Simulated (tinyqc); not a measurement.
Pressure-driven transition between two phases with analytic equations of state: one step, computed by the program tinyqc.

Each phase obeys E = E0 + (B0 V/B') [(V0/V)^B'/(B' - 1) + 1] - B0 V0/(B' - 1), P = (B0/B') [(V0/V)^B' - 1]; E0 = 0 for phase 1 and Delta E0 for phase 2. H = E + P V.

Problem. One Newton step. At the estimate, solve P(V) = P for each phase, form H, and step P(new) = P - (H_2 - H_1)/(V_2 - V_1), since dH/dP = V.

Inputs (values chosen for the exercise, for two model phases):
```
quantity                                   value             unit
volume V0 of phase 1                        31.2  angstrom^3/atom
B0 of phase 1                               61.1              GPa
B' of phase 1                                3.5                -
volume V0 of phase 2                        25.9  angstrom^3/atom
B0 of phase 2                               56.9              GPa
B' of phase 2                                5.1                -
energy of phase 2 above phase 1, Delta E0   0.22          eV/atom
```

Equation of state: Murnaghan.

rigid estimate = 6.650545 GPa

Constants: 1 eV/angstrom^3 = 160.2176634 GPa.

Give: V_1; H_1; V_2; H_2; next pressure.

Solution.

V_1 = 28.45 angstrom^3

H_1 = 1.234 eV

V_2 = 23.63 angstrom^3

H_2 = 1.244 eV

next pressure = 6.967 GPa
